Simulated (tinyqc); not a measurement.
Comparisons within one model: free and nearly free electrons in a metal. A value that a table varies takes the place of the one given here.

The cubic cell holds 4 atoms: n = 4 z/a^3, kF = (3 pi^2 n)^(1/3), EF = c kF^2/m, vF = 2 c kF/(m hbar), c = hbar^2/2m0; rs = (3/(4 pi n))^(1/3)/a0; D(EF) = 3 n/(2 EF).

Square wire of width w with grain size w: rho/rho0 = 1/(1 - 3 al/2 + 3 al^2 - 3 al^3 ln(1 + 1/al)) + (3/4) (1 - p) l/w, with al = (l/w) Rg/(1 - Rg) (Mayadas-Shatzkes plus the thick-wire form of Fuchs-Sondheimer); l = hbar kF/(n e^2 rho), e = 1.602176634e-19 C.

Constants: hbar^2/2m0 = 3.80998211 eV angstrom^2; hbar = 6.58211957e-16 eV s; a0 (Bohr radius) = 0.5291772105 angstrom.

Values chosen for the exercise (near those of Co, whose d bands this model ignores; shifted at random, so the results belong to these values and not to a real crystal):
```
symbol  value  unit          meaning
a       3.529  angstrom      fcc lattice constant
z       2                    free electrons an atom
m       1      m0            mass
rho     6.86   micro-ohm cm  bulk resistivity
p       0.5                  specularity of the surfaces
Rg      0.28                 reflection at grain boundaries
w       10     nm            wire width
```

## Resistivity of narrow wires

Wires:
```
w (nm)     al  grain term (factor - 1)  surface term  rho (micro-ohm cm)
200     0.011                    0.017         0.011                7.05
100     0.022                    0.033         0.022                7.24
50      0.045                    0.066         0.043                7.61
30      0.075                    0.110         0.072                8.11
20      0.112                    0.163         0.108                8.72
14      0.160                    0.231         0.155                9.51
10      0.224                    0.321         0.216               10.55
7       0.320                    0.454         0.309               12.10
```

l = 5.77 nm

What can be read from the table?

At 7 nm the resistivity is 1.76 times the bulk value; grain boundaries add more (0.45 from grains, 0.31 from surfaces). 

## What sets the wire resistivity

All results formed anew. Each row changes one parameter from the base and keeps the others.

Results:
```
case                      EF (eV)  l (nm)  wire rho (micro-ohm cm)
base                       11.712    5.77                   10.546
a = 3.635 angstrom         11.039    6.12                   10.767
m = 1.2 m0                  9.760    5.77                   10.546
rho = 8.232 micro-ohm cm   11.712    4.81                   11.928
p = 0.8                    11.712    5.77                    9.656
Rg = 0.196                 11.712    5.77                    9.740
w = 7 nm                   11.712    5.77                   12.097
```

What does this show?

The largest shifts from the base row, up to three for each result and ties (the steps differ in size, so this ranks the rows, not the parameters). EF (eV): m -1.952, a -0.673; unchanged at the printed digits by rho, p, Rg and w. l (nm): rho -0.96, a +0.35; unchanged at the printed digits by m, p, Rg and w. wire rho (micro-ohm cm): w +1.551, rho +1.382, p -0.890; unchanged at the printed digits by m. The mass drops out of l at given rho, because vF falls and tau rises by the same factor.

Computed by tinyqc, a small Python program: `OMP_NUM_THREADS=1 python tinyqc.py 1680466 1680467 out.jsonl` (the numbers bound the seed that draws the inputs); one thread of a shared host (Intel(R) Xeon(R) Processor @ 2.30GHz), about 0.01 s for the whole set of steps.
